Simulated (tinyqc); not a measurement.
Van der Pauw, Hall and four-point-probe measurements on a doped layer: one step of the calculation.

A uniform n-type layer with sheet resistance Rs = 1/(q ns mu), point contacts, low field (mu B small).

Task. Sheet density, mobility and bulk values. Rs = 1/z; Hall sheet density B I/(q |VH|); Hall mobility |VH|/(Rs B I); true values ns = rH times the Hall density, mu = Hall mobility/rH; bulk density ns/t, resistivity Rs t; correction factor F = Rs/[(pi/ln 2)(RA + RB)/2].

Parameters, values chosen for the exercise: Hall factor rH = 0.8; magnetic field B = 0.55 T; current I = 10 uA; thickness of the layer t = 16 nm.

Constants: q = 1.602176634e-19 C. Results are converted to the units shown.

converged z = 0.37683194 mS
VH = -0.49040428 mV
RA = 26.044475 ohm
RB = 2951.8480 ohm

Find: Rs; Hall sheet density; Hall mobility; ns; mu; bulk density; resistivity; F.

Result.

Rs = 2654 ohm/square
Hall sheet density = 7.000e12 cm^-2
Hall mobility = 336.0 cm^2/(V s)
ns = 5.600e12 cm^-2
mu = 420.0 cm^2/(V s)
bulk density = 3.500e18 cm^-3
resistivity = 0.004246 ohm cm
F = 0.3932

Numbers from tinyqc (`OMP_NUM_THREADS=1 python tinyqc.py 2850168 2850169 out.jsonl`; about 0.01 s on one thread of a shared Intel Xeon 2.30GHz).
